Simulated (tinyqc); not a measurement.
MESFET, gradual channel with velocity saturation: two steps of the calculation.

A uniformly doped n-type channel, depleted from the top by a Schottky gate; at channel potential V the depleted share of a is u = sqrt((Vbi - Vg + V)/Vp), s at the source. Electrons drift with v = mu E/(1 + mu E/vsat). Abrupt depletion edge, no series resistance, source at 0.

Values chosen for this exercise; material values close to those of silicon:
```
symbol,value,unit,meaning
T,300,K,temperature
eps_r,11.6,,relative permittivity of the semiconductor
Nc,2.8e19,cm^-3,conduction-band density of states at T
Nd,3.3e17,cm^-3,donor density of the channel
a,72,nm,channel thickness
mu,580,cm^2/(V s),low-field mobility at this doping
vsat,1.4e7,cm/s,saturation velocity
L,2,um,gate length
W,50,um,gate width
phiB,0.62,V,Schottky barrier
Vg,-0.3,V,gate voltage
```

Constants: q = 1.602176634e-19 C, kB = 1.380649e-23 J/K, Vt = kB T/q, eps0 = 8.8541878128e-14 F/cm where lengths are in cm. Results are converted to the units shown.

Problem 1. Built-in and pinch-off voltages. Vbi = phiB - Vt ln(Nc/Nd); Vp = q Nd a^2/(2 eps0 eps_r); G0 = q mu Nd a W/L; Z = mu Vp/(vsat L); s = sqrt((Vbi - Vg)/Vp). VT = Vbi - Vp.

Give: Vbi; Vp; VT; G0; Z; s.

Solution 1.

Vbi = 0.5052 V
Vp = 1.334 V
VT = -0.8291 V
G0 = 5.520 mS
Z = 0.2764
s = 0.7768

Z = 0.276: velocity saturation is a small correction.

Problem 2. The saturation point by Newton steps. a is the channel (half-)thickness, Vp its pinch-off voltage and Z = mu Vp/(vsat L); an iterate with u > 1 is an overshoot, not a physical state. f = (1 - u)(1 + Z (u^2 - s^2)) - Z F/3, F = 3 (u^2 - s^2) - 2 (u^3 - s^3); f' = -(1 + Z (u^2 - s^2)); u(new) = u - f/f'.

u at the start = 1
Z = 0.27639016
s = 0.77682671

Give: f; f'; u after iteration 1.

Solution 2.

f = -0.01172
f' = -1.110
u after iteration 1 = 0.9894

Program tinyqc, `OMP_NUM_THREADS=1 python tinyqc.py 2500141 2500142 out.jsonl`; Intel Xeon 2.30GHz, shared host, one thread, about 0.07 s.
